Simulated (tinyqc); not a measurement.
Equilibrium and kinetic segregation of a solute to boundaries and growing surfaces. From one set of inputs to another, one input at a time. Computed by tinyqc, a small Python program. Command: `OMP_NUM_THREADS=1 python tinyqc.py 3030589 3030590 out.jsonl segreg ladder`. One thread of a shared host (Intel(R) Xeon(R) Processor @ 2.30GHz), about 0.01 s of CPU time with the checks.

The inputs printed are set A. Inputs not listed in the table keep their values of set A, so the rows need not describe a real material.

Inputs (values chosen for the exercise, for a model alloy):

| quantity | value | unit |
|---|---|---|
| segregation energy Q | 0.504 | eV |
| interaction z w (positive attracts) | -0.12 | eV |
| total solute fraction x0 | 0.006 | - |
| temperature T | 1100 | K |
| grain size d | 22 | nm |
| boundary thickness delta | 0.43 | nm |
| atomic volume Omega | 17.6 | angstrom^3 |
| clean boundary energy gamma_0 | 0.42 | J/m^2 |
| exchange barrier E_b | 1.88 | eV |
| surface segregation energy E_s | 0.48 | eV |
| growth temperature T_g | 710 | K |
| growth rate | 0.072 | monolayers/s |

Isotherm: Fowler-Guggenheim.

Constants: k_B = 8.617333262e-05 eV/K; 1 eV/angstrom^2 = 16.02176634 J/m^2.

Method:
- With theta the solute fraction on boundary sites and x that in the grains, theta/(1 - theta) = [x/(1 - x)] exp[(Q + z w theta)/(k_B T)].
- Finite grains: boundary sites are the fraction f = 3 delta/d, and x0 = (1 - f) x + f theta; solve both equations for theta; share at boundaries = f theta/x0.
- Gibbs adsorption for this isotherm in a dilute matrix: gamma = gamma_0 + Gam_0 [k_B T ln(1 - theta) + z w theta^2/2], Gam_0 = delta/Omega sites per area.
- Two-state exchange during growth, dilute: jump up r_u = nu exp(-E_b/(k_B T_g)), jump back r_d = r_u exp(-E_s/(k_B T_g)), nu = 1e13 1/s. In the time 1/R of one monolayer the share carried up is p = [r_u/(r_u + r_d)] [1 - exp(-(r_u + r_d)/R)]; the tail decays as p^n, length -1/ln p monolayers; the equilibrium limit has p = r_u/(r_u + r_d).

Each row keeps all changes above it:

| input moved | from | to | fraction x left in the grains | boundary energy gamma (J/m^2) | decay length (monolayers) |
|---|---|---|---|---|---|
| set A | - | - | 5.6736e-04 | 0.38165 | 4.4177e+02 |
| total solute fraction x0 | 0.006 | 0.0032 | 2.7597e-04 | 0.40032 | 4.4177e+02 |
| temperature T (K) | 1100 | 1025 | 1.9349e-04 | 0.40111 | 4.4177e+02 |
| growth rate (monolayers/s) | 0.072 | 0.71 | 1.9349e-04 | 0.40111 | 1.3280e+00 |
| interaction z w (positive attracts) (eV) | -0.12 | -0.1 | 1.9139e-04 | 0.40120 | 1.3280e+00 |
| surface segregation energy E_s (eV) | 0.48 | 0.3 | 1.9139e-04 | 0.40120 | 1.3245e+00 |
| growth temperature T_g (K) | 710 | 890 | 1.9139e-04 | 0.40120 | 5.0479e+01 |
| segregation energy Q (eV) | 0.504 | 0.388 | 6.0963e-04 | 0.40376 | 5.0479e+01 |

Where does the difference come from?

Fraction x left in the grains goes from 5.67e-4 to 6.10e-4, a factor 1.07 in all. The largest single move comes from segregation energy Q (a factor 3.19), and total solute fraction x0 works against it (a factor 0.486). Boundary energy gamma goes from 0.382 to 0.404, a factor 1.06 in all. The largest single move comes from total solute fraction x0 (a factor 1.05). Decay length goes from 442 to 50.5, a factor 0.114 in all. The largest single move comes from growth rate (a factor 0.00301), and growth temperature T_g works against it (a factor 38.1). The single moves hold for this order of the switches; the total does not depend on the order.

Extremes, crossings and ranges named in words are read from the listed rows.
